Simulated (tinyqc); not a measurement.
# Worked calculation: undoped symmetric double-gate MOSFET, analytic potential model

Computed by the program tinyqc: `OMP_NUM_THREADS=1 python tinyqc.py 2440025 2440026 out.jsonl`, one thread of a shared Intel Xeon 2.30GHz, about 0.03 s for the whole run. Printed values are rounded.

An undoped body of thickness ts between two equal insulators and tied gates; long channel, electrons only, n = ni exp((psi - V)/Vt) with V the quasi-Fermi potential (0 at the source, Vd at the drain), constant mobility, no quantisation. Across the body psi(x) = V - 2 Vt ln[(ts/(2 beta)) sqrt(q ni/(2 eps0 eps_r Vt)) cos(2 beta x/ts)], x from the centre. Q is the electron charge per area of the whole body.

Parameters, values chosen for the exercise; material values those of a made-up semiconductor:
```
symbol,value,unit,meaning
T,273,K,temperature
Eg,1.22,eV,band gap
eps_r,11.9,,relative permittivity of the semiconductor
Nc,2.47e19,cm^-3,conduction-band density of states at T
Nv,2.37e19,cm^-3,valence-band density of states at T
eox,21.2,,relative permittivity of the gate insulator
tox,5.1,nm,insulator thickness
ts,5,nm,body thickness
dphi,0.16,V,gate work function less that of the intrinsic body
mu,120,cm^2/(V s),channel mobility
L,0.5,um,gate length
Vg,1.22,V,gate voltage
Vd,0.5,V,drain voltage
```

Constants: q = 1.602176634e-19 C, kB = 1.380649e-23 J/K, Vt = kB T/q, eps0 = 8.8541878128e-14 F/cm where lengths are in cm. Results are converted to the units shown.

Range of the model: In a body this thin, quantum confinement raises the threshold; it is left out. The surface density at the source passes 0.3 Nc, where Boltzmann statistics fail.

## Constants of the body

ni = sqrt(Nc Nv) exp(-Eg/(2 Vt)), Eg in volts; r = eps_r tox/(eox ts); V0 = dphi + 2 Vt ln[(2/ts) sqrt(2 eps0 eps_r Vt/(q ni))].

ni = 1.32642e8 cm^-3
r = 0.572547
V0 = 0.732675 V

## Iteration 1: beta at the source by Newton steps in z = ln(tan beta)

z at the start = 2

With V = 0, t = exp(z), beta = arctan(t): f = ln(beta) + (1/2) ln(1 + t^2) + 2 r beta t - (Vg - V0)/(2 Vt); with c = t/(1 + t^2), df/dz = c/beta + t c + 2 r t (c + beta); z(new) = z - f/(df/dz).

beta = 1.43628
f = 4.16626
df/dz = 14.3516
z after iteration 1 = 1.70970

## Iteration 2: beta at the source by Newton steps in z = ln(tan beta)

As before.

beta = 1.39181
f = 0.508139
df/dz = 11.0122
z after iteration 2 = 1.66356

## Course of the iteration: beta at the source by Newton steps in z = ln(tan beta)

Stop when z changes by less than 1e-11, or after 60 iterations.

Course of the iteration:
```
iteration        z  |change|
1          1.70970     0.290
2          1.66356    0.0461
3          1.66257   9.84e-4
4          1.66257   4.34e-7
5          1.66257  8.44e-14
```

Converged in 5 iterations. At the end the number of correct digits about doubles with each step.

## Charges and drain current

beta_s = 1.38337
beta_d = 0.494989

beta (between 0 and pi/2) solves (Vg - V0 - V)/(2 Vt) = ln(beta) - ln(cos beta) + 2 r beta tan(beta). Q = 8 eps0 eps_r Vt beta tan(beta)/ts; I = mu (1/L)(4 eps0 eps_r/ts)(2 Vt)^2 [g(beta_s) - g(beta_d)] per width, g = beta tan(beta) - beta^2/2 + r beta^2 tan^2(beta), with beta_s at V = 0 and beta_d at V = Vd.

Qs = 2892.92 nC/cm^2
Qd = 105.972 nC/cm^2
g(beta_s) = 36.8011
g(beta_d) = 0.185573
I = 163.981 uA/um

The term r beta^2 tan^2(beta), which gives the square law, makes up 82.8 % of g at the source.

## Potential and electron density across the body at the source

x/ts, point 0 to 6: 0  0.1  0.2  0.3  0.4  0.45  0.5

psi(x) as above with V = 0 and beta = beta_s; n = ni exp(psi/Vt).

```
point   psi (V)   n (cm^-3)
0      0.587944  9.47434e18
1      0.589768  1.02383e19
2      0.595548  1.30896e19
3      0.606447  2.08029e19
4      0.625764  4.72863e19
5      0.641550  9.25052e19
6      0.667000  2.72890e20
```

The density at the surface is 28.8 times that at the centre (1/cos^2 beta). It reaches 11 Nc, where Boltzmann statistics overestimate it.
